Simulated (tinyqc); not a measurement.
MOS inversion layer, Poisson-Schroedinger loop: one step of the calculation.

Electrons confined at an insulator interface at z = 0, treated as a hard wall; parabolic valleys, Hartree approximation, no image or exchange terms. The depletion charge lies far deeper than the electrons and gives a uniform field q Nd/(eps0 eps_r); the gate balances all charge. Energies are counted from the band edge at the interface.

Problem. Fermi level and occupations. Level k holds N_k = D_k Vt ln(1 + exp((EF - E_k)/Vt)) with D = md1 m0 q/(pi hbar^2) for the set A, D = 3 md2 m0 q/(pi hbar^2) for the set B per eV (spin included); EF is fixed by sum N_k = Ns.

Parameters, values chosen for the exercise; masses and permittivity close to those of germanium (111): temperature T = 300 K; in-plane density-of-states mass of set A md1 = 0.0834 m0; in-plane density-of-states mass of set B md2 = 0.345 m0; sheet density of electrons Ns = 1.3e12 cm^-2.

Constants: q = 1.602176634e-19 C, kB = 1.380649e-23 J/K, hbar = 1.054571817e-34 J s, m0 = 9.1093837015e-31 kg, Vt = kB T/q. Results are converted to the units shown.

levels (eV): A1 0.07288593, A2 0.12189531, B1 0.27701775, B2 0.42228517

Give: EF; N_k.

Solution.

EF = 0.092845 eV
N_k (cm^-2): A1 1.0375e12, A2 2.5350e11, B1 8.9990e9, B2 3.2657e7

Numbers from tinyqc (`OMP_NUM_THREADS=1 python tinyqc.py 2160031 2160032 out.jsonl`; about 0.7 s on one thread of a shared Intel Xeon 2.30GHz).
